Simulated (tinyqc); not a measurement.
Round nanowire with a gate all round, subbands and threshold shift from confinement: two steps of the calculation.

Undoped body with a flat potential across it, hard walls, transport along x. Three valley pairs (g = 2 each) with the longitudinal mass along x, y or z. Non-parabolicity enters the subband edges through E (1 + al E) = gamma, so E = 2 gamma/(1 + sqrt(1 + 4 al gamma)); motion within a subband is taken as parabolic with the band-edge mass. Energies are counted from the bulk band edge.

Inputs (values chosen for the exercise); masses close to those of silicon: temperature T = 300 K; longitudinal mass ml = 0.92 m0; transverse mass mt = 0.186 m0; non-parabolicity al = 0 1/eV; diameter t = 7.9 nm; widening of the box by penetration into the insulator dl = 0 nm.

Constants: q = 1.602176634e-19 C, kB = 1.380649e-23 J/K, hbar = 1.054571817e-34 J s, m0 = 9.1093837015e-31 kg, Vt = kB T/q, hbar^2/(2 m0) = 0.0380998212 eV nm^2. Results are converted to the units shown.

Problem 1. Lowest subbands. gamma = C (2 z/(t + dl))^2 (1/my + 1/mz)/2, z the zeros of the Bessel functions J_l (2.404826, 3.831706, 5.135622, 5.520078, ...), twofold for l > 0; the mean inverse mass is an approximation for anisotropic valleys, C = hbar^2/(2 m0). List the 6 lowest, labelled by valley axis and quantum numbers, with degeneracy g and N_k: N_k = g sqrt(2 mx m0 kB T/(pi hbar^2)).

Give: E_k; g; N_k.

Solution 1.

| subband | E_k (eV) | g | N_k (cm^-1) |
|---|---|---|---|
| y0,1 | 0.045637 | 2 | 4.0086e6 |
| z0,1 | 0.045637 | 2 | 4.0086e6 |
| x0,1 | 0.075925 | 2 | 8.9153e6 |
| y1,1 | 0.11586 | 4 | 8.0173e6 |
| z1,1 | 0.11586 | 4 | 8.0173e6 |
| x1,1 | 0.19275 | 4 | 1.7831e7 |

Problem 2. Threshold shift. Each subband has N_k = g sqrt(2 mx m0 kB T/(pi hbar^2)); without degeneracy n = exp(EF/Vt) sum N_k exp(-E_k/Vt). Classical value Nc times pi t^2/4, Nc = sum over valleys of 2 g (m m0 kB T/(2 pi hbar^2))^1.5 with m = (mx my mz)^(1/3). Threshold shift dVT = Vt ln(classical value/sum N_k exp(-E_k/Vt)). Use the subbands listed.

| subband | E_k (eV) | N_k (cm^-1) |
|---|---|---|
| y0,1 | 0.045637334 | 4.0086407e6 |
| z0,1 | 0.045637334 | 4.0086407e6 |
| x0,1 | 0.075924678 | 8.9152716e6 |
| y1,1 | 0.11586105 | 8.0172815e6 |
| z1,1 | 0.11586105 | 8.0172815e6 |
| x1,1 | 0.19275256 | 1.7830543e7 |

Give: shares; sum N_k exp(-E_k/Vt); Nc; classical value; dVT.

Solution 2.

| subband | shares (%) |
|---|---|
| y0,1 | 33.685 |
| z0,1 | 33.685 |
| x0,1 | 23.215 |
| y1,1 | 4.454 |
| z1,1 | 4.454 |
| x1,1 | 0.506 |

sum N_k exp(-E_k/Vt) = 2.0365e6 cm^-1
Nc = 2.6861e19 cm^-3
classical value = 1.3167e7 cm^-1
dVT = 48.252 mV

Range of the model: For the strongly anisotropic y and z valleys the mean inverse mass serves only for l = 0; pairs with l > 0 really split widely.

Program tinyqc, `OMP_NUM_THREADS=1 python tinyqc.py 2350126 2350127 out.jsonl`; Intel Xeon 2.30GHz, shared host, one thread, about 0.3 s.
